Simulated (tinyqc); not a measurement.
What each setting does: recursion (Haydock) method for the local density of states: impurity site of a cubic lattice.

One orbital a site at energy 0, hopping -t to the 6 nearest neighbours of a cubic lattice; the start u0 is a site in the bulk, with energy V. Recursion: a_n = <u_n|H|u_n>, b_(n+1) u_(n+1) = (H - a_n) u_n - b_n u_(n-1), b > 0. G(z) = 1/(z - a0 - b1^2/(z - a1 - b2^2/(...))), z = E + i eta. After n levels the tail is b_n^2 T with the square-root terminator T = (z - sqrt(z - 2b) sqrt(z + 2b))/(2 b^2), b = 3t so that the band edges lie at -/+ 6t.

Parameters, chosen for this exercise: t = 0.62 eV (hopping); V = -0.5 eV (shift of the starting site); n = 4 (levels kept); E = 0.06 eV (energy); eta = 0.031 eV (broadening).

G at z = E + i eta with n levels and terminator. Each row changes one parameter from the base and keeps the others.

Results:
```
case,Re G (1/eV),density (1/eV)
base,0.2411,0.2010
t = 0.682 eV,0.2041,0.1870
V = 0 eV,0.0145,0.2302
n = 5,0.2269,0.1972
E = 0.18 eV,0.2615,0.1961
eta = 0.062 eV,0.2370,0.1993
```

The largest shifts from the base row, up to three for each result and ties (the steps differ in size, so this ranks the rows, not the parameters). Re G (1/eV): V -0.2266, t -0.0371, E +0.0204. density (1/eV): V +0.0292, t -0.0140, E -0.0049.

Computed by tinyqc, a small Python program: `OMP_NUM_THREADS=1 python tinyqc.py 1452748 1452749 out.jsonl` (the numbers bound the seed that draws the inputs); one thread of a shared host (Intel(R) Xeon(R) Processor @ 2.30GHz), about 0.08 s for the whole set of steps.
